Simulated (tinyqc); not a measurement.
Inside a calculation. Method: UKS/PBE0 in the 6-31g basis, for H3, spin multiplicity 2. One step of it, computed by the program tinyqc.

Question. Iteration 2: diagonalisation and new density. Diagonalise F' = X^T F X, C = X C', fill 2 alpha and 1 beta electrons from the bottom; D(s) = C_occ C_occ^T. Each column has its largest component positive (the first on a tie).

extrapolated F(alpha) (hartree):
```
           1H 1s      1H 2s      2H 1s      2H 2s      3H 1s      3H 2s
1H 1s  -0.001864  -0.361186  -0.103482  -0.191979  -0.130332  -0.212163
1H 2s  -0.361186  -0.266076  -0.186680  -0.225035  -0.215463  -0.248443
2H 1s  -0.103482  -0.186680   0.032005  -0.348843  -0.115291  -0.195519
2H 2s  -0.191979  -0.225035  -0.348843  -0.251803  -0.204032  -0.234868
3H 1s  -0.130332  -0.215463  -0.115291  -0.204032  -0.020478  -0.366416
3H 2s  -0.212163  -0.248443  -0.195519  -0.234868  -0.366416  -0.273276
```

extrapolated F(beta) (hartree):
```
           1H 1s      1H 2s      2H 1s      2H 2s      3H 1s      3H 2s
1H 1s   0.101128  -0.296957  -0.115090  -0.185348  -0.118153  -0.187112
1H 2s  -0.296957  -0.205801  -0.171963  -0.201304  -0.197636  -0.217160
2H 1s  -0.115090  -0.171963   0.196764  -0.247465  -0.116414  -0.172733
2H 2s  -0.185348  -0.201304  -0.247465  -0.165340  -0.196647  -0.208248
3H 1s  -0.118153  -0.197636  -0.116414  -0.196647   0.025862  -0.335804
3H 2s  -0.187112  -0.217160  -0.172733  -0.208248  -0.335804  -0.237459
```

X:
```
               1          2          3          4          5         6
1H 1s   0.667746   0.563634   0.795365  -0.499721  -0.421417  0.189329
1H 2s  -1.161473  -0.979647  -0.529513  -0.287330  -0.242402  0.284380
2H 1s   0.154045  -0.860165   0.795404  -0.115280   0.643349  0.189283
2H 2s  -0.267993   1.495317  -0.529563  -0.066298   0.370138  0.284332
3H 1s  -0.821894   0.296706   0.795343   0.614952  -0.221848  0.189354
3H 2s   1.429455  -0.515651  -0.529486   0.353545  -0.127594  0.284406
```

Give: F' = X^T F X; orbital energies; coefficients C; F' = X^T F X; orbital energies; coefficients C; D(alpha) after iteration 2; D(beta) after iteration 2.

Answer.

F' = X^T F X (alpha) (hartree):
```
         1        2        3        4        5        6
1   0.6596   0.0003   0.0148  -0.2686  -0.0013  -0.0004
2   0.0003   0.6806  -0.0221  -0.0012  -0.2984   0.0008
3   0.0148  -0.0221   0.8678  -0.0104   0.0162  -0.0586
4  -0.2686  -0.0012  -0.0104  -0.0374  -0.0023  -0.0125
5  -0.0013  -0.2984   0.0162  -0.0023  -0.0538   0.0198
6  -0.0004   0.0008  -0.0586  -0.0125   0.0198  -0.4490
```

orbital energies (alpha) (hartree): MO1 -0.4533, MO2 -0.1589, MO3 -0.1280, MO4 0.7481, MO5 0.7801, MO6 0.8799

coefficients C (alpha):
```
          MO1      MO2      MO3      MO4      MO5      MO6
1H 1s  0.2293  -0.2277  -0.2378   0.5598  -0.9649   0.6737
1H 2s  0.2709  -0.6076  -0.5929  -0.7845   1.1063  -0.4219
2H 1s  0.1948   0.3172  -0.1008   0.1830   0.7593   1.0491
2H 2s  0.2068   0.8441  -0.2589  -0.3049  -1.0581  -0.8808
3H 1s  0.2488  -0.0633   0.3214  -1.1286  -0.3633   0.5333
3H 2s  0.3008  -0.1788   0.8087   1.3605   0.3498  -0.2492
```

F' = X^T F X (beta) (hartree):
```
         1        2        3        4        5        6
1   0.6841   0.0025   0.0245  -0.2819  -0.0013   0.0031
2   0.0025   0.7336  -0.0335  -0.0014  -0.3081  -0.0042
3   0.0245  -0.0335   0.9180  -0.0231   0.0315  -0.0270
4  -0.2819  -0.0014  -0.0231   0.0196   0.0046  -0.0314
5  -0.0013  -0.3081   0.0315   0.0046   0.1112   0.0429
6   0.0031  -0.0042  -0.0270  -0.0314   0.0429  -0.3785
```

orbital energies (beta) (hartree): MO1 -0.3864, MO2 -0.0812, MO3 -0.0118, MO4 0.7787, MO5 0.8431, MO6 0.9456

coefficients C (beta):
```
          MO1      MO2      MO3      MO4      MO5      MO6
1H 1s  0.2032  -0.2467  -0.1666   0.4359  -1.1201   0.5337
1H 2s  0.2654  -0.7019  -0.5645  -0.6534   1.1939  -0.2780
2H 1s  0.1531  -0.0645   0.2724   0.1523   0.5628   1.1906
2H 2s  0.1839  -0.1853   0.9436  -0.2977  -0.8307  -1.0360
3H 1s  0.2620   0.2818  -0.0811  -1.1980  -0.3523   0.3813
3H 2s  0.3575   0.7887  -0.2680   1.3818   0.2666  -0.0990
```

D(alpha) after iteration 2:
```
         1H 1s    1H 2s    2H 1s    2H 2s    3H 1s    3H 2s
1H 1s   0.1045   0.2005  -0.0276  -0.1448   0.0715   0.1097
1H 2s   0.2005   0.4426  -0.1399  -0.4568   0.1058   0.1901
2H 1s  -0.0276  -0.1399   0.1385   0.3080   0.0284   0.0019
2H 2s  -0.1448  -0.4568   0.3080   0.7552  -0.0020  -0.0887
3H 1s   0.0715   0.1058   0.0284  -0.0020   0.0659   0.0862
3H 2s   0.1097   0.1901   0.0019  -0.0887   0.0862   0.1225
```

D(beta) after iteration 2:
```
        1H 1s   1H 2s   2H 1s   2H 2s   3H 1s   3H 2s
1H 1s  0.0413  0.0539  0.0311  0.0374  0.0532  0.0726
1H 2s  0.0539  0.0704  0.0406  0.0488  0.0695  0.0949
2H 1s  0.0311  0.0406  0.0234  0.0281  0.0401  0.0547
2H 2s  0.0374  0.0488  0.0281  0.0338  0.0482  0.0657
3H 1s  0.0532  0.0695  0.0401  0.0482  0.0686  0.0936
3H 2s  0.0726  0.0949  0.0547  0.0657  0.0936  0.1278
```
